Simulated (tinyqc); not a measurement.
Hubbard chain of 4 sites, step by step. One step of it, computed by the program tinyqc.

Question. Mean-field iteration 2. H(up) = T + U n(down), H(down) = T + U n(up); fill the lowest levels; n(new) = n + mixing (n(out) - n); E = tr T (rho up + rho down) + U sum n_up n_down of the output.

one-body matrix (hopping and site energies) (eV):
```
           1          2          3          4
1   0.050000  -1.690000   0.000000   0.000000
2  -1.690000   0.940000  -1.690000   0.000000
3   0.000000  -1.690000   0.750000  -1.690000
4   0.000000   0.000000  -1.690000   0.990000
```

U = 4.600000 eV

electrons, up and down: 2  2

mixing = 1

n(up) after iteration 1: 1 0.928991, 2 0.136460, 3 0.848799, 4 0.085750

n(down) after iteration 1: 1 0.127418, 2 0.810697, 3 0.165530, 4 0.896355

Give: levels, up; levels, down; energy; n(up) after iteration 2; n(down) after iteration 2.

Answer.

levels, up (eV): -0.3519  0.7544  5.1989  6.3286

levels, down (eV): -0.0934  1.1059  4.7380  6.1795

energy = -0.6552 eV

n(up) after iteration 2: 1 0.9072, 2 0.1784, 3 0.8083, 4 0.1062

n(down) after iteration 2: 1 0.1490, 2 0.7775, 3 0.1994, 4 0.8740
